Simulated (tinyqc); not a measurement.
Worked calculation: tight binding, honeycomb lattice. One step of it, computed by the program tinyqc.

Task: Levels at k. Diagonalise the Hermitian matrix.

H(k) at k (eV):
```
,A,B
A,-0.401687,-2.881853-0.819654i
B,-2.881853+0.819654i,-0.780585
```

Give: eigenvalues; weights |c|^2 of the basis functions.

Result:

eigenvalues (eV): -3.593  2.411

weights |c|^2 of the basis functions:
```
,band 1,band 2
A,0.468,0.532
B,0.532,0.468
```
